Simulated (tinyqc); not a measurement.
Length of a molecular wire: coherent transport through a tight-binding bridge. Computed by the program tinyqc. Command: `OMP_NUM_THREADS=1 python tinyqc.py 115611 115612 out.jsonl`; one thread of a shared host (Intel(R) Xeon(R) Processor @ 2.60GHz), about 0.7 s.

A uniform bridge between two chains:

| parameter | value |
|---|---|
| site energy (eV) | 1.350000 |
| hopping in the bridge (eV) | 0.450000 |
| lead hopping (eV) | 2.960000 |
| couplings (eV) | 0.59, 1.04 |
| E (eV) | 0.200000 |

T = Gamma_L Gamma_R |G_1n|^2 with the self-energies of semi-infinite chains.

Transmission against length:

| sites | T | ln T |
|---|---|---|
| 2 | 2.2989e-02 | -3.773 |
| 3 | 5.2357e-03 | -5.252 |
| 4 | 1.2120e-03 | -6.715 |
| 5 | 2.8166e-04 | -8.175 |
| 6 | 6.5511e-05 | -9.633 |
| 7 | 1.5240e-05 | -11.092 |
| 8 | 3.5457e-06 | -12.550 |
| 9 | 8.2492e-07 | -14.008 |
| 10 | 1.9192e-07 | -15.466 |

E lies outside the band of the bridge (|E - e|/2h = 1.278 > 1), so T decays as exp(-beta n) with beta = 2 arccosh(1.278) = 1.4582 a site; the last two rows give 1.4582.
